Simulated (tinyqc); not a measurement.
Charge neutrality of a doped semiconductor with incomplete ionisation: one step, computed by the program tinyqc. Command: `OMP_NUM_THREADS=1 python tinyqc.py 3014531 3014532 out.jsonl dopant walk`. One thread of a shared host (Intel(R) Xeon(R) Processor @ 2.30GHz), about 0.04 s of CPU time with the checks.

Energies are counted from the top of the valence band; E_D is measured down from the conduction band and E_A up from the valence band.

Problem. The closed form for the extrinsic range. With Boltzmann statistics, no electrons and every donor ionised, p (p + N_D) = p1 (N_A - N_D - p) with p1 = (N_v/g_A) exp(-E_A/k_B T). Take the positive root.

Inputs (values chosen for the exercise, modelled on GaAs):

| quantity | value | unit |
|---|---|---|
| donor density N_D | 0 | cm^-3 |
| acceptor density N_A | 7.9e+17 | cm^-3 |
| acceptor depth E_A | 0.0289 | eV |
| acceptor degeneracy g_A | 4 | - |
| temperature T | 200 | K |

Doping: p-type. Statistics of the bands: Fermi-Dirac.

N_v = 5.048309e+18 cm^-3

k_B T = 0.01723467 eV

Give: p1; p from the quadratic.

Solution.

p1 = 2.3596e+17 cm^-3

p from the quadratic = 3.2960e+17 cm^-3
